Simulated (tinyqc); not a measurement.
Worked calculation: one-electron ion in a basis of Gaussians. Computed by tinyqc, a small Python program that keeps every step. Settings: Z = 3, l = 0. Command: `OMP_NUM_THREADS=1 python tinyqc.py 27035 27036 out.jsonl` (the two numbers bound the seeds that draw the settings). One thread of a shared host (Intel(R) Xeon(R) Processor @ 2.60GHz), about 0.01 s of CPU time with the checks.

## Matrices over normalised Gaussians

exponents of r^l exp(-a r^2) (1/bohr^2): 0.4400  1.6420  6.1290  22.8800

Z = 3

l = 0

With p = a_i + a_j and I(k) = Gamma((k+1)/2) / (2 p^((k+1)/2)): S = I(2l+2), T = (2l+3) a_i a_j S / p, V = -Z I(2l+1), each divided by sqrt(S_ii S_jj).

S, lower triangle:
```
        1       2       3       4
1  1.0000
2  0.7378  1.0000
3  0.3535  0.7377  1.0000
4  0.1419  0.3535  0.7377  1.0000
```

T (hartree), lower triangle:
```
        1       2        3        4
1  0.6600
2  0.7681  2.4630
3  0.4354  2.8662   9.1935
4  0.1838  1.6245  10.6983  34.3200
```

V (hartree), lower triangle:
```
         1        2         3         4
1  -3.1755
2  -3.6038  -6.1345
3  -3.0673  -6.9617  -11.8518
4  -2.3205  -5.9250  -13.4500  -22.8991
```

## Generalised eigenproblem

H = T + V (hartree), lower triangle:
```
         1        2        3        4
1  -2.5155
2  -2.8357  -3.6715
3  -2.6319  -4.0955  -2.6583
4  -2.1366  -4.3005  -2.7517  11.4209
```

Solve H C = S C e through S^(-1/2); each column has its largest component positive (the first on a tie).

eigenvalues of S: 0.0739  0.3087  1.0464  2.5710

eigenvalues (hartree): -4.4590  -0.9037  5.3423  37.8259

coefficients:
```
        1        2        3        4
1  0.1037   1.3906  -0.8594   0.3274
2  0.6215  -0.8294   2.0271  -1.0400
3  0.3073  -0.1356  -1.5277   1.9536
4  0.1060  -0.0642  -0.0275  -1.6652
```

For Z = 3 and l = 0 the exact lowest level is -Z^2/(2 n^2) with n = l + 1: -4.500000 hartree.
